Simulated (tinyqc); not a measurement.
Comparisons within one model: conductance of a narrow metal strip with scatterers (square lattice, Green functions). A value that a table varies takes the place of the one given here.

A strip of W sites across with hard walls, site energy 0 and hopping -t. Mode n = 1 to W has profile chi_n(j) = sqrt(2/(W + 1)) sin(n j pi/(W + 1)) and energy en = -2t cos(n pi/(W + 1)); E = en - 2t cos(kn a). With z_n = exp(i kn a) (Im k > 0 for closed modes, |z| < 1) each lead gives the self-energy -t z_n in mode n. One column carries the site energies v, here a uniform barrier across the strip, as of a grain boundary. In the mode basis V_nm = sum_j chi_n(j) v_j chi_m(j), G = (E - en + 2 t z_n - V)^-1, and t_nm = 2t sqrt(sin(kn a) sin(km a)) G_nm in size for open modes. T = sum |t_nm|^2, conductance (2e^2/h) T.

Constants: e^2/h = 3.874045865e-05 S.

Inputs chosen for the exercise (hopping and spacing of the size met in Cu or Al; the lattice is a model; the results hold for these values, not for the real material):
- t = 1.43 eV (hopping)
- W = 4 (sites across)
- v = (1.3, 1.3, 1.3, 1.3) eV (site energies in the scattering column)
- a = 2.66 angstrom (spacing)
- E = -2.87 eV (Fermi energy)

## Conductance steps with and without the scatterer

E is varied across the lower half of the band.

Against energy:
```
E/t,E (eV),open modes,T,reflected
-3.30,-4.719,1,0.5862,0.4138
-2.95,-4.218,1,0.7292,0.2708
-2.65,-3.789,1,0.7803,0.2197
-2.30,-3.289,2,1.3968,0.6032
-1.95,-2.788,2,1.5540,0.4460
-1.65,-2.360,2,1.6090,0.3910
-1.30,-1.859,3,1.9155,1.0845
-0.95,-1.359,3,2.2870,0.7130
-0.65,-0.929,3,2.3595,0.6405
-0.30,-0.429,4,2.6300,1.3700
0.05,0.071,4,2.8745,1.1255
```

The clean strip goes from 1 to 4 open modes. The reflected flux ranges from 0.220 (E/t = -2.65) to 1.370 (E/t = -0.3). A uniform barrier reflects each mode by v^2/(v^2 + (2t sin(kn a))^2), most the slow ones just above their thresholds.

## The same scatterer in wider strips

Width (W + 1) a; the strength is the entry of v largest in size. The barrier spans the width. Added resistance (1/T - 1/M)/(2 e^2/h), M the number of open modes.

Against width:
```
W,width (angstrom),M,T,T/M,added resistance (ohm)
3,10.6,1,0.8153,0.8153,2923.4
4,13.3,2,1.5380,0.7690,1938.6
5,16.0,2,1.6093,0.8046,1566.9
6,18.6,3,2.2865,0.7622,1342.5
8,23.9,4,3.0329,0.7582,1028.9
10,29.3,5,3.7786,0.7557,834.3
14,39.9,7,5.2702,0.7529,605.1
20,55.9,10,7.5097,0.7510,428.0
```

The added resistance is 2923 ohm at W = 3 and 428.0 at W = 20; from W = 10 to 20 it changes by a factor 0.51, where 1/M gives 0.50 and 1/M^2 gives 0.25. A barrier across the strip keeps T/M near a constant (0.75 to 0.76 for W of 8 and more), so its resistance goes as 1/width on average, with steps as modes open: resistance times width runs from 23.9 to 24.6 kohm angstrom there.

## What each change does

Open modes M, T and the added resistance (1/T - 1/M)/(2 e^2/h). Each row changes one parameter from the base and keeps the others.

Results:
```
case,M,T,added resistance (ohm)
base,2,1.5380,1939
t = 1.487 eV,2,1.5851,1689
E = -2.76 eV,2,1.5591,1825
"v = (1.69, 1.69, 1.69, 1.69) eV",2,1.3309,3244
```

The largest shifts from the base row, up to three for each result and ties (the steps differ in size, so this ranks the rows, not the parameters). M: unchanged at the printed digits by t, E and v. T: v -0.2070, t +0.0471, E +0.0211. added resistance (ohm): v +1305, t -249, E -114.

Program tinyqc; command `OMP_NUM_THREADS=1 python tinyqc.py 1451518 1451519 out.jsonl`; about 0.01 s on one thread of a shared Intel(R) Xeon(R) Processor @ 2.30GHz.
